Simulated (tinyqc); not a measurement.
Worked calculation: extended Hueckel theory, for H4. One step of it, computed by the program tinyqc.

Task: Wolfsberg-Helmholz matrix. H_ij = K' S_ij (H_ii + H_jj)/2 for i != j (the diagonal keeps H_ii), with K' = 1.5.

overlap S, lower triangle:
```
,1H 1s,2H 1s,3H 1s,4H 1s
1H 1s,1.000000
2H 1s,0.581223,1.000000
3H 1s,0.453411,0.304951,1.000000
4H 1s,0.304951,0.453411,0.581223,1.000000
```

diagonal H_ii (eV): 1H 1s -13.600000, 2H 1s -13.600000, 3H 1s -13.600000, 4H 1s -13.600000

K = 1.500000

Give: H.

Result:

H (eV), lower triangle:
```
,1H 1s,2H 1s,3H 1s,4H 1s
1H 1s,-13.6000
2H 1s,-11.8569,-13.6000
3H 1s,-9.2496,-6.2210,-13.6000
4H 1s,-6.2210,-9.2496,-11.8569,-13.6000
```
